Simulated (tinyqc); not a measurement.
## Trap density from the barrier height

Question. In a partly depleted grain with all boundary traps filled, 2 N W = Qt and VB = q N W^2/(2 eps0 eps_r). Find Qt, W and the doping at which VB would equal Vt.

Parameters, values chosen for the exercise:
```
symbol,value,unit,meaning
T,300,K,temperature
eps_r,11.7,,relative permittivity
```

Constants: q = 1.602176634e-19 C, kB = 1.380649e-23 J/K, Vt = kB T/q, eps0 = 8.8541878128e-14 F/cm where lengths are in cm. Results are converted to the units shown.

doping = 7.3e17 cm^-3
barrier height = 0.19305919 V

Solution. Eliminating W gives VB = q Qt^2/(8 eps0 eps_r N), which falls as 1/N.

Qt = 2.700e12 cm^-2
W = 18.49 nm
doping for VB = Vt = 5.452e18 cm^-3

Program tinyqc, `OMP_NUM_THREADS=1 python tinyqc.py 2830172 2830173 out.jsonl`; Intel Xeon 2.30GHz, shared host, one thread, about 0.01 s.
